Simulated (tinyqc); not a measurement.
Rapid thermal processing of a wafer: radiative balance, ramp and cooling, pattern effects, pyrometer error and spike budget. From one set of inputs to another, one input at a time. Computed by tinyqc, a small Python program. Command: `OMP_NUM_THREADS=1 python tinyqc.py 3113036 3113037 out.jsonl rtp ladder`. One thread of a shared host (Intel(R) Xeon(R) Processor @ 2.30GHz), about 0.08 s of CPU time with the checks.

The wafer is opaque and uniform through its thickness unless said otherwise; temperatures in formulas are in kelvin (C + 273.15). sigma = 5.670374419e-12 W/(cm^2 K^4).

The inputs printed are set A. Inputs not listed in the table keep their values of set A, so the rows need not describe a real material.

Inputs (values chosen for the exercise, modelled on a hot silicon wafer): wafer thickness d = 725 micrometre; heat capacity per volume C = 2.05 J/(cm^3 K); thermal conductivity k = 0.26 W/(cm K); emissivity eps of each face = 0.61; reflectivity of the chamber walls r = 0.2; gas heat-transfer coefficient h, both faces together = 2.5 mW/(cm^2 K); wall temperature T_w = 300 K; process temperature = 667 C; ramp rate = 47 K/s; relative change of absorptivity over a pattern = 7.3 %; period of the pattern = 2.3 mm; activation energy of the process E_a = 4 eV.

Constants: k_B = 8.617333262e-05 eV/K.

Method:
- Effective emissivity between parallel grey plates: eps_eff = 1/(1/eps + 1/(1 - r) - 1). Loss per area q(T) = 2 eps_eff sigma (T^4 - T_w^4) + h (T - T_w).
- Absorbed power during a ramp = q(T) + C d x ramp rate; thermal time constant tau = C d/(dq/dT), dq/dT = 8 eps_eff sigma T^3 + h; natural cooling rate q/(C d); front-to-back difference under one-sided heating at the end of the ramp = (absorbed power) d/(2 k).
- At steady state a sinusoidal change of absorbed power of relative amplitude a and period p gives the temperature amplitude a q/(dq/dT + k d (2 pi/p)^2); healing length l = sqrt(k d/(dq/dT)); process change = E_a dT/(k_B T^2). Emissivity is taken as unchanged.

Each row keeps all changes above it:
```
input moved                                                         from    to  holding power q (W/cm^2)  time constant tau (s)  amplitude (K)
set A                                                                  -     -                    6.2412                 6.6197         0.0323
thermal conductivity k (W/(cm K))                                   0.26  0.25                    6.2412                 6.6197         0.0336
reflectivity of the chamber walls r                                  0.2  0.32                    5.7560                 7.2977         0.0310
activation energy of the process E_a (eV)                              4   2.7                    5.7560                 7.2977         0.0310
period of the pattern (mm)                                           2.3    29                    5.7560                 7.2977         3.9848
gas heat-transfer coefficient h, both faces together (mW/(cm^2 K))   2.5  0.97                    4.7766                 7.8905         3.3554
ramp rate (K/s)                                                       47    44                    4.7766                 7.8905         3.3554
wafer thickness d (micrometre)                                       725   775                    4.7766                 8.4347         3.1761
```

Where does the difference come from?

Holding power q goes from 6.24 to 4.78, a factor 0.765 in all. The largest single move comes from gas heat-transfer coefficient h, both faces together (a factor 0.830). Time constant tau goes from 6.62 to 8.43, a factor 1.27 in all. The largest single move comes from reflectivity of the chamber walls r (a factor 1.10). Amplitude goes from 0.0323 to 3.18, a factor 98.2 in all. The largest single move comes from period of the pattern (a factor 128). The single moves hold for this order of the switches; the total does not depend on the order.

Extremes, crossings and ranges named in words are read from the listed rows.
